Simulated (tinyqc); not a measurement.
Bandgap voltage reference from two bipolar transistors: output against temperature.

Two transistors of area 1 and N carry the same current I. Is(T) = Is (T/T0)^eta exp[(Vg0 q/kB)(1/T0 - 1/T)], VBE1 = Vt ln(I/Is(T)) + I rb, VBE2 = Vt ln(I/(N Is(T))) + I rb/N. The amplifier forces I R1(T) = VBE1 - VBE2 + Vos, with R(T) = R (1 + tc (T - T0)) for both resistors, and the output is Vref = VBE1 + I R2(T). Base currents and the Early effect are neglected.

Vt = kB T/q; I = (Vt ln N + Vos)/(R1(T) - rb (1 - 1/N)).

Parameters, values chosen for the exercise; values of the order met in silicon bipolar transistors:
```
symbol  value   unit                                                   meaning
T0        323      K                                     reference temperature
Vg0     1.188      V                      band-gap voltage extrapolated to 0 K
eta       3.8                   temperature exponent of the saturation current
Is      2e-16      A           saturation current of the unit transistor at T0
N          24                              area ratio of the second transistor
R1        3.8   kohm  resistor across which the difference of VBE falls, at T0
tc      -1300  ppm/K                 temperature coefficient of both resistors
Vos         0     mV                                   offset of the amplifier
rb        130    ohm                  series resistance of the unit transistor
R2      21.43   kohm                                     output resistor at T0
```

Constants: q = 1.602176634e-19 C, kB = 1.380649e-23 J/K. Results are converted to the units shown.

Results:
```
T (K),I (uA),VBE1 (V),I R2 (V),Vref (V),Vref - Vref(T0) (mV),dVref/dT (uV/K)
218,14.23,0.8855,0.3467,1.232,3.187,-2.331
233,15.49,0.8614,0.3707,1.232,3.075,-12.42
253,17.23,0.8289,0.4029,1.232,2.707,-23.97
273,19.06,0.7961,0.4350,1.231,2.129,-33.55
298,21.48,0.7549,0.4753,1.230,1.166,-43.01
323,24.07,0.7133,0.5158,1.229,0,-49.89
348,26.83,0.6714,0.5563,1.228,-1.308,-54.34
373,29.80,0.6293,0.5970,1.226,-2.697,-56.44
423,36.41,0.5447,0.6789,1.224,-5.487,-53.56
```

Estimate the missing row, T = 398 K.

Computed row:
```
T (K),I (uA),VBE1 (V),I R2 (V),Vref (V),Vref - Vref(T0) (mV),dVref/dT (uV/K)
398,32.98,0.5871,0.6379,1.225,-4.110,-56.19
```

With this row back in the table: VBE1 falls by 1.66 mV/K on average and I R2 rises by 1.62 mV/K. Between 233 and 398 K Vref spans 7.18 mV, or 35.4 ppm/K by the box method (span over the average over T, over 165 K).

Program tinyqc, `OMP_NUM_THREADS=1 python tinyqc.py 2062170 2062171 out.jsonl`; Intel Xeon 2.30GHz, shared host, one thread, about 0.02 s.
